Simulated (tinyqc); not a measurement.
Regular and subregular solution with a miscibility gap: one step, computed by the program tinyqc.

Per mole of mixing sites: G(x) = x (1 - x) [L0 + L1 (1 - 2x)] + R T [x ln x + (1 - x) ln(1 - x)], x the fraction of B.

Task: Coherent spinodal. The spinodal is G'' = 0, R T_s(x) = x (1 - x) [2 L0 + 6 L1 (1 - 2x)]; the critical point is its maximum. If the lattice stays coherent, G'' gains 2 eta^2 Y V_m (eta = d ln a/dx, Y the biaxial modulus, E/(1 - nu) if isotropic), which is L0 replaced by L0 - eta^2 Y V_m (1 GPa cm^3/mol = 1 kJ/mol); the program reports 0 if the result is below its cutoff 3.5 |L1|.

Inputs (values chosen for the exercise, for a model alloy): asymmetry L1 = 4.8 kJ/mol; coherency modulus Y = 95.5 GPa; molar volume V_m = 23.4 cm^3/mol.

eta = 0.036

L0 = 29.2 kJ/mol

Constants: R = 8.314462618 J/(mol K).

Give: eta^2 Y V_m; top of the coherent spinodal.

Result:

eta^2 Y V_m = 2.896 kJ/mol

top of the coherent spinodal = 1687 K
